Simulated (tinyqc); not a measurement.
Oxide trap near a transistor channel: two-state multiphonon kinetics, telegraph noise and bias instability. Inputs raised by 2 %, one at a time. Computed by tinyqc, a small Python program. Command: `OMP_NUM_THREADS=1 python tinyqc.py 3021515 3021516 out.jsonl oxidetrap sens`. One thread of a shared host (Intel(R) Xeon(R) Processor @ 2.30GHz), about 0.01 s of CPU time with the checks.

An n-channel device under positive gate bias. The trap is empty (state 1) or holds an electron (state 2); both states are parabolas of equal curvature, and the electron reservoir is taken at the Fermi level of the channel.

Inputs (values chosen for the exercise, with an insulator like Al2O3 on silicon):
```
quantity                                value   unit
insulator constant eps_ox                 8.7      -
insulator thickness t_ox                  2.4     nm
trap depth x from the interface           0.4     nm
tunnel barrier phi_b                     2.25     eV
tunnelling mass m_ox                     0.34    m_0
trap level above E_F at zero field E_t   0.34     eV
relaxation energy E_R                     2.1     eV
oxide field F                             5.5  MV/cm
attempt rate k_0 at the interface       9e+12    1/s
temperature T                             400      K
channel width W                           340     nm
channel length L                           22     nm
frequency f                             30000     Hz
stress time t_s                          4000      s
```

Parts treated: one trap.

Constants: hbar^2/(2 m_0) = 3.80998212 eV angstrom^2; k_B = 8.617333262e-05 eV/K; e = 1.602176634e-19 C; eps_0 = 8.8541878128e-12 F/m.

Method:
- kappa = sqrt(2 m_ox phi_b)/hbar = sqrt(m_ox phi_b/(hbar^2/2m_0)); attenuation length lambda = 1/(2 kappa); factor exp(-x/lambda) for a rectangular barrier.
- E_21 = E_t - e F x is the energy of state 2 over state 1; barriers E_c = (E_R + E_21)^2/(4 E_R), E_e = E_c - E_21; tau_c = exp(E_c/k_B T)/(k_0 P), tau_e = exp(E_e/k_B T)/(k_0 P), P the tunnelling factor; occupation f_2 = tau_e/(tau_c + tau_e); 1/tau_0 = 1/tau_c + 1/tau_e.
- Charge-sheet step dV = e (t_ox - x)/(eps_ox eps_0 W L); Lorentzian spectrum S(f) = 4 dV^2 tau_0^2/((tau_c + tau_e)(1 + (2 pi f tau_0)^2)); corner 1/(2 pi tau_0); variance dV^2 f_2 (1 - f_2) = dV^2 tau_0/(tau_c + tau_e).
- From the zero-field occupation f(0), f(t) = f_2 + (f(0) - f_2) exp(-t/tau_0) under the field; after t_s the field is removed and f relaxes with the zero-field constants.

Runs:
```
input moved                           from      to  emission time tau_e (s)  threshold step dV (mV)  corner frequency (Hz)  half-time of recovery (s)
base run                                 -       -               3.0404e-06                 0.55612                  53956                 1.2291e-07
trap depth x from the interface (nm)   0.4   0.408               3.4693e-06                 0.55390                  47479                 1.3205e-07
relaxation energy E_R (eV)             2.1   2.142               4.1192e-06                 0.55612                  39827                 1.6538e-07
oxide field F (MV/cm)                  5.5    5.61               3.2292e-06                 0.55612                  51008                 1.2291e-07
temperature T (K)                      400     408               2.3315e-06                 0.55612                  70511                 9.9652e-08
insulator thickness t_ox (nm)          2.4   2.448               3.0404e-06                 0.56947                  53956                 1.2291e-07
tunnelling mass m_ox (m_0)            0.34  0.3468               3.1509e-06                 0.55612                  52066                 1.2738e-07
channel width W (nm)                   340   346.8               3.0404e-06                 0.54522                  53956                 1.2291e-07
```

Exponents ln(y'/y) / ln(x'/x):
```
input                            emission time tau_e  threshold step dV  corner frequency  half-time of recovery
trap depth x from the interface                6.663             -0.202            -6.458                  3.620
relaxation energy E_R                         15.333              0.000           -15.333                 14.987
oxide field F                                  3.042              0.000            -2.837                  0.000
temperature T                                -13.407              0.000            13.513                -10.594
insulator thickness t_ox                       0.000              1.198             0.000                  0.000
tunnelling mass m_ox                           1.801              0.000            -1.801                  1.801
channel width W                                0.000             -1.000             0.000                  0.000
```

Among the inputs moved here: emission time tau_e answers most in size to relaxation energy E_R (exponent +15.333), next to temperature T (-13.407); its exponent is below 0.0005 for insulator thickness t_ox, channel width W. threshold step dV answers most in size to insulator thickness t_ox (exponent +1.198), next to channel width W (-1.000); its exponent is below 0.0005 for relaxation energy E_R, oxide field F, temperature T, tunnelling mass m_ox. Its exponent -1.000 in channel width W: one charge is spread over the gate area. Corner frequency answers most in size to relaxation energy E_R (exponent -15.333), next to temperature T (+13.513); its exponent is below 0.0005 for insulator thickness t_ox, channel width W. half-time of recovery answers most in size to relaxation energy E_R (exponent +14.987), next to temperature T (-10.594); its exponent is below 0.0005 for oxide field F, insulator thickness t_ox, channel width W.
